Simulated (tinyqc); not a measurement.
# Screening length from the swing

Inverse problem. In a simple model of a Schottky-barrier transistor a barrier thinner than d = 2.3 nm is transparent, so the effective barrier is pn - psi (1 - exp(-d/lam)) and the swing beyond flat band is Vt ln 10/(1 - exp(-d/lam)). Find the thermionic swing, lam, and the effective barrier at psi = 0.2 V.

Values chosen for this exercise: temperature T = 350 K; barrier for electrons at both contacts pn = 0.65 eV.

Constants: q = 1.602176634e-19 C, kB = 1.380649e-23 J/K, Vt = kB T/q. Results are converted to the units shown.

swing in the tunnelling range = 81.424802 mV/decade

Answer. The ratio of the two swings is 1 - exp(-d/lam).

Vt ln 10 = 69.4 mV/decade
lam = 1.20 nm
effective barrier = 0.479 eV

Numbers from tinyqc (`OMP_NUM_THREADS=1 python tinyqc.py 2390054 2390055 out.jsonl`; about 0.4 s on one thread of a shared Intel Xeon 2.30GHz).
